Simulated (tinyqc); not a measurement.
Sampled drift against the exact one: kinetic Monte Carlo and master equation for a particle on a ring of sites with traps and bias. Computed by tinyqc, a small Python program. Command: `OMP_NUM_THREADS=1 python tinyqc.py 3000092 3000093 out.jsonl kmc walk`. One thread of a shared host (Intel(R) Xeon(R) Processor @ 2.30GHz), about 0.06 s of CPU time with the checks.

7 sites on a ring, numbered 1 to 7. The saddle between i and i+1 lies at E0 + s b_i and site i at s eps_i; a force F tilts the landscape, with the saddle half-way.

Inputs (values chosen for the exercise, for a model defect):

| quantity | value | unit |
|---|---|---|
| reference barrier E0 | 0.83 | eV |
| scale factor s of the disorder | 1 | - |
| attempt frequency nu | 16 | THz |
| temperature T | 650 | K |
| site spacing a | 2.7 | angstrom |
| force F along the ring | 0.0019 | eV/angstrom |
| seed of the random numbers | 925406 | - |

Disorder: site traps.

site energies eps_i (eV): -0.095  -0.033  -0.067  -0.04  0  0  -0.068

saddle shifts b_i between sites i and i+1 (eV): 0  0  0  0  0  0  0

Constants: k_B = 8.617333262e-05 eV/K.

Method:
- Rates: k(i to i+1) = nu exp(-(E0 + s b_i - s eps_i - F a/2)/(k_B T)), k(i to i-1) = nu exp(-(E0 + s b_(i-1) - s eps_i + F a/2)/(k_B T)).
- Share right = k right/(k right + k left); mean stay = 1/(k right + k left).
- Master equation dP/dt = W P, W_(i+1,i) = k right, W_(i-1,i) = k left, columns summing to zero. The steady state is its null vector; drift v = a sum P_i (k right - k left). D = a^2 lambda''(0)/2, where lambda(q) is the leading eigenvalue of W with right hops weighted by exp(q) and left hops by exp(-q).
- The slowest relaxation rate is minus the real part of the next eigenvalue of W. 1 angstrom = 1e-8 cm.
- 400 independent walkers start on sites drawn with weights P_i (k right + k left), the steady shares of hops (random numbers not printed); the estimate is total displacement over total time, with its standard error from the spread between walkers.

occupations P_i: 0.303387  0.100295  0.184035  0.113646  0.055644  0.055644  0.187350

drift velocity v = 0.00565679 cm/s

Drift from sampling:

| hops per walker | estimate (cm/s) | standard error (cm/s) | deviation in standard errors |
|---|---|---|---|
| 10 | 0.0064465 | 0.0019374 | 0.4076 |
| 30 | 0.0066091 | 0.0011017 | 0.8645 |
| 100 | 0.0053853 | 0.0006163 | -0.4406 |
| 300 | 0.0050817 | 0.0003557 | -1.6166 |
| 1000 | 0.0054773 | 0.0001907 | -0.9410 |
| 3000 | 0.0056293 | 0.0001145 | -0.2397 |

The exact drift is 0.005657 cm/s. The standard error falls by a factor 3.23 from 100 to 1000 hops (sqrt10 = 3.16), and in the last row it is 2.0 % of the drift.

Extremes, crossings and ranges named in words are read from the listed rows.
